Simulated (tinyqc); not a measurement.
## Transfer length from front and end resistance

Problem. A contact of length d and width W has Rc = (Rsh Lt/W) coth(d/Lt) and Re = (Rsh Lt/W)/sinh(d/Lt), with Rsh the sheet resistance under the metal and Lt = sqrt(rc/Rsh). Find Lt, Rsh and rc.

Inputs (values chosen for the exercise):
- d = 0.0062 um (contact length)
- W = 0.76 um (contact width)

Rc = 58.907774 ohm
Re = 50.178779 ohm

Solution. Rc/Re = cosh(d/Lt) gives Lt, and Re then gives Rsh.

Lt = 0.01066 um
Rsh = 2200 ohm/sq
rc = 2.500e-9 ohm cm^2

Computed by the program tinyqc: `OMP_NUM_THREADS=1 python tinyqc.py 2760002 2760003 out.jsonl`, one thread of a shared Intel Xeon 2.30GHz, about 0.01 s for the whole run.
